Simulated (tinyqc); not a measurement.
Inside a calculation: band edges of strained Si(1-x)Ge(x) on relaxed Si(1-y)Ge(y). Values are carried at full precision from step to step, so a last printed digit may differ when a step is redone from the rounded ones.

Values are linear in the Ge fraction but for ED(x) = linear - CD x (1 - x) and a(x) = linear - Ca x (1 - x). Energies are on the common scale of Ev.

Values chosen for the exercise (end members near Si and Ge, in this order; shifted at random, so the results belong to these values and not to a real crystal):

| symbol | value | unit | meaning |
|---|---|---|---|
| a | (5.43, 5.653) | angstrom | lattice constant |
| Dso | (0.044, 0.293) | eV | spin-orbit splitting |
| av | (2.43, 1.25) | eV | valence hydrostatic potential |
| b | (-2.13, -2.52) | eV | tetragonal shear potential |
| d | (-4.74, -5.3) | eV | trigonal shear potential |
| C11 | (165.1, 128.1) | GPa |  |
| C12 | (64, 48.8) | GPa |  |
| C44 | (79.8, 66.7) | GPa |  |
| Ev | (0, 0.66) | eV | top of the unstrained valence band |
| ED | (1.141, 0.947) | eV | gap to the Delta valleys |
| EL | (2.005, 0.728) | eV | gap to the L valleys |
| aD | (1.62, 1.33) | eV | hydrostatic potential of the Delta gap |
| aL | (-3.18, -3.02) | eV | hydrostatic potential of the L gap |
| XuD | (9.43, 9.44) | eV | uniaxial potential, Delta |
| XuL | (15.58, 15.11) | eV | uniaxial potential, L |
| CD | 0.202 | eV | bowing of the Delta gap |
| Ca | 0.027 | angstrom | bowing of the lattice constant |
| x | 0.55 |  | Ge fraction of the layer |
| y | 0.93 |  | Ge fraction of the relaxed buffer |
| face | 001 |  | growth face |

## Values of the layer and the buffer

Interpolate at x and at y.

Interpolated values (a in angstrom, C11, C12, C44 in GPa, all else in eV):

| symbol | layer | buffer |
|---|---|---|
| a | 5.54597 | 5.63563 |
| Dso | 0.18095 | 0.27557 |
| av | 1.78100 | 1.33260 |
| b | -2.34450 | -2.49270 |
| d | -5.04800 | -5.26080 |
| C11 | 144.75000 | 130.69000 |
| C12 | 55.64000 | 49.86400 |
| C44 | 72.59500 | 67.61700 |
| Ev | 0.36300 | 0.61380 |
| ED | 0.98430 | 0.94743 |
| EL | 1.30265 | 0.81739 |
| aD | 1.46050 | 1.35030 |
| aL | -3.09200 | -3.03120 |
| XuD | 9.43550 | 9.43930 |
| XuL | 15.32150 | 15.14290 |

## Strain of the layer on a (001) buffer

Coherent growth on a (001) face: e_par = (a(y) - a(x))/a(x), e_perp = -2 (C12/C11) e_par; exx = eyy = e_par, ezz = e_perp, no shear.

Use the elastic constants of the layer.

e_par = 0.016168
e_perp = -0.012429

strain tensor in the cubic axes:
```
          x         y          z
x  0.016168  0.000000   0.000000
y  0.000000  0.016168   0.000000
z  0.000000  0.000000  -0.012429
```

The layer is under tension in the plane; its volume changes by +1.991 %.

## Conduction valleys of the layer

A valley with unit axis u lies at Ev + gap + (av + a_valley) tr(e) + Xu (u.e.u - tr(e)/3); the Delta axes are x, y, z and the L axes [111], [1-1-1], [-11-1], [-1-11]. The second-order shift of the Delta valleys under shear is left out; it lowers the pair normal to the sheared plane by tens of meV at a shear of 1 %.

Give the hydrostatic shifts, the uniaxial shifts and the edges.

hydrostatic shifts of Delta and L (eV): 0.0645  -0.0261

uniaxial shifts (eV): Delta x 0.0899, Delta y 0.0899, Delta z -0.1799, L [111] 0.0000, L [1-1-1] 0.0000, L [-11-1] 0.0000, L [-1-11] 0.0000

valley edges (eV): Delta x 1.5018, Delta y 1.5018, Delta z 1.2319, L [111] 1.6396, L [1-1-1] 1.6396, L [-11-1] 1.6396, L [-1-11] 1.6396

The lowest set is Delta2 (the digit counts whole valleys) at 1.2319 eV; the Delta valleys spread over 270 meV and the L valleys over 0 meV.

## Valence edges of the layer

Valence edges: Ev plus the levels of the 6 x 6 matrix of X, Y, Z times spin with -Dso/3 + l exx + m (eyy + ezz) on the diagonal (cyclic), n exy off it, l = av + 2 b, m = av - b, n = sqrt(3) d. Spin-orbit term (Dso/3) L.sigma on X, Y, Z with (L_k)_ij = -i epsilon_kij: <X+|H|Y+> = -i Dso/3, <X+|H|Z-> = Dso/3, <Y+|H|Z-> = -i Dso/3, <Z+|H|X-> = -Dso/3, <Z+|H|Y-> = i Dso/3, <X-|H|Y-> = i Dso/3, and their conjugates; + and - are the spin along z.

Give the strain block and the three twofold edges.

strain block (eV), lower triangle:
```
         X        Y       Z
X  -0.0316
Y        0  -0.0316
Z        0        0  0.1695
```

edges from the top (eV): 0.4976  0.3314  0.1854

The top two edges are split by 166 meV.

## Gap and offsets against the buffer

Buffer: Ev(y) and Ec = Ev(y) + min(ED, EL). dEc = Ec(buffer) - Ec(layer), dEv = Ev(layer) - Ev(buffer); positive values confine the carrier in the layer; type I if both have one sign.

gap of the strained layer = 0.7344 eV
gap of the buffer = 0.8174 eV
dEc = 0.1992 eV
dEv = -0.1162 eV

Type II: electrons collect in the layer (199 meV) and holes in the buffer (116 meV). The relaxed layer would have a gap of 0.984 eV, so strain has moved it by -250 meV.

## Checks

- Mean of the three Delta edges against the hydrostatic shift alone (eV): both 1.41183.

Run: tinyqc, `OMP_NUM_THREADS=1 python tinyqc.py 1080249 1080250 out.jsonl`; Intel(R) Xeon(R) Processor @ 2.30GHz, one thread, shared host; about 0.01 s of CPU time with all checks.
